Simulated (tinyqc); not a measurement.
Elastic strain and critical thickness of a cubic alloy layer A(1-x)B(x) on a thick substrate: one step, computed by the program tinyqc. Command: `OMP_NUM_THREADS=1 python tinyqc.py 3027993 3027994 out.jsonl misfit walk`. One thread of a shared host (Intel(R) Xeon(R) Processor @ 2.30GHz), about 0.01 s of CPU time with the checks.

Strain is positive in tension. The layer is coherent with the substrate unless said otherwise.

Question. Symmetric X-ray reflection. Reflection 004: d = a_perp/sqrt(16), with a_perp = a (1 + e_perp) for the coherent layer, a for the relaxed layer and a_S for the substrate; sin(theta) = lambda/(2 d).

Inputs (values chosen for the exercise, modelled on In(1-x)Ga(x)P on GaAs): substrate lattice constant a_S = 5.653 angstrom; X-ray wavelength = 1.540593 angstrom.

Growth plane: (001).

free lattice constant a = 5.57222 angstrom

normal strain e_perp = -0.01344328

Give: Bragg angles; peak separation of the coherent layer.

Answer.

Bragg angles:
```
crystal         a_perp (angstrom)  theta (degrees)  from substrate (arcsec)
substrate                   5.653            33.03                        0
coherent layer              5.497            34.09                     3821
relaxed layer               5.572            33.57                     1950
```

peak separation of the coherent layer = 3821 arcsec
